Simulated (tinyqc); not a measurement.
Length of a molecular wire: coherent transport through a tight-binding bridge. Computed by the program tinyqc. T = Gamma_L Gamma_R |G_1n|^2 with the self-energies of semi-infinite chains.

A uniform bridge between two chains:
```
parameter                       value
site energy (eV)             0.760000
hopping in the bridge (eV)   0.710000
lead hopping (eV)            1.940000
couplings (eV)              0.3, 0.58
E (eV)                       0.370000
```

Transmission against length:
```
sites           T     ln T
2      1.2246e-01  -2.1000
3      6.5129e-02  -2.7314
4      5.6220e-01  -0.5759
5      5.6672e-02  -2.8705
6      2.3392e-01  -1.4528
7      8.9969e-02  -2.4083
9      3.2787e-01  -1.1151
10     5.5644e-02  -2.8888
```

Estimate the missing row, sites = 8.

Computed row:
```
sites           T     ln T
8      7.7705e-02  -2.5548
```

E lies inside the band of the bridge (|E - e|/2h = 0.275 < 1): T does not decay but oscillates with length, between 0.056 and 0.562 here, as levels of the bridge pass E.
